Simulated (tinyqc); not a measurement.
# Inputs raised by 5 %, one at a time

Model: thermal displacements in the Debye model: Debye-Waller factors, bond-length spread and the Lindemann rule. Computed by tinyqc, a small Python program. Command: `OMP_NUM_THREADS=1 python tinyqc.py 3030536 3030537 out.jsonl debyewaller sens`. One thread of a shared host (Intel(R) Xeon(R) Processor @ 2.30GHz), about 0.01 s of CPU time with the checks.

A Debye spectrum with three branches of one velocity, cut at k_B Theta; 4 atoms per cube, nearest neighbours at d = 0.707107 a.

Inputs (values chosen for the exercise, modelled on nickel):
```
quantity,value,unit
atomic mass M,58.69,u
Debye temperature Theta,406,K
lattice constant a,3.524,angstrom
temperature T,600,K
Lindemann ratio x_L,0.1,-
gamma-ray energy E,6.2,keV
photoelectron wave number k,8.9,1/angstrom
```

Structure: fcc.

reflection (h k l): [2, 0, 0]

Constants: hbar^2/u = 4.18015928e-03 eV angstrom^2; k_B = 8.617333262e-05 eV/K; e = 1.602176634e-19 C; u = 1.6605390666e-27 kg; c = 299792458 m/s; hbar = 6.582119569e-16 eV s.

Method:
- <u_x^2> = (3 hbar^2/(2 M k_B Theta)) int_0^1 s coth(s Theta/(2T)) ds (64 Gauss-Legendre points); it tends to 3 hbar^2/(4 M k_B Theta) at T = 0 and to 3 hbar^2 T/(M k_B Theta^2) at high T.
- B = 8 pi^2 <u_x^2>.
- G = 2 pi sqrt(h^2 + k^2 + l^2)/a; the intensity is multiplied by exp(-2W), 2W = G^2 <u_x^2>; the loss goes into thermal diffuse scattering.
- A nucleus of this mass is supposed to emit a gamma ray of the energy chosen: recoil energy E_R = E^2/(2 M c^2), wave number k_g = E/(hbar c), recoil-free fraction f = exp(-k_g^2 <u_x^2>).
- Correlated Debye model: sigma^2 = (3 hbar^2/(M k_B Theta)) int_0^1 s coth(s Theta/(2T)) [1 - sin(s q_D R)/(s q_D R)] ds for two atoms at distance R, q_D = (6 pi^2 n)^(1/3), n atoms per volume; uncorrelated motion would give 2 <u_x^2>.
- An EXAFS amplitude is damped by exp(-2 k^2 sigma^2).
- Melting is placed where sqrt(3 <u_x^2>) = x_L d; the classical form gives T_m = M k_B Theta^2 (x_L d)^2/(9 hbar^2).

Runs:
```
input moved,from,to,2W,recoil-free fraction f,Lindemann T_m (K),EXAFS damping
base run,-,-,0.1162,0.9137,1373,0.1659
atomic mass M (u),58.69,61.6245,0.1107,0.9177,1442,0.1807
Debye temperature Theta (K),406,426.3,0.1056,0.9213,1514,0.1954
lattice constant a (angstrom),3.524,3.7002,0.1054,0.9137,1514,0.1659
temperature T (K),600,630,0.1219,0.9097,1373,0.1522
Lindemann ratio x_L,0.1,0.105,0.1162,0.9137,1514,0.1659
gamma-ray energy E (keV),6.2,6.51,0.1162,0.9053,1373,0.1659
photoelectron wave number k (1/angstrom),8.9,9.345,0.1162,0.9137,1373,0.1380
```

Exponents ln(y'/y) / ln(x'/x):
```
input,2W,recoil-free fraction f,Lindemann T_m,EXAFS damping
atomic mass M,-1.000,0.088,1.005,1.753
Debye temperature Theta,-1.974,0.170,2.005,3.356
lattice constant a,-2.000,0.000,2.009,0.000
temperature T,0.976,-0.090,0.000,-1.770
Lindemann ratio x_L,0.000,0.000,2.009,0.000
gamma-ray energy E,0.000,-0.190,0.000,0.000
photoelectron wave number k,0.000,0.000,0.000,-3.774
```

Among the inputs moved here: 2W answers most in size to lattice constant a (exponent -2.000), and about equally to Debye temperature Theta (-1.974); its exponent is below 0.0005 for Lindemann ratio x_L, gamma-ray energy E, photoelectron wave number k. Its exponent -2.000 in lattice constant a: G^2 goes as 1/a^2. Recoil-free fraction f answers most in size to gamma-ray energy E (exponent -0.190), next to Debye temperature Theta (+0.170); its exponent is below 0.0005 for lattice constant a, Lindemann ratio x_L, photoelectron wave number k. Lindemann T_m answers most in size to lattice constant a (exponent +2.009), and about equally to Lindemann ratio x_L (+2.009), Debye temperature Theta (+2.005); its exponent is below 0.0005 for temperature T, gamma-ray energy E, photoelectron wave number k. Its exponent +2.005 in Debye temperature Theta: T_m goes as Theta^2. Its exponent +2.009 in Lindemann ratio x_L: T_m goes as x_L^2. EXAFS damping answers most in size to photoelectron wave number k (exponent -3.774), next to Debye temperature Theta (+3.356); its exponent is below 0.0005 for lattice constant a, Lindemann ratio x_L, gamma-ray energy E.
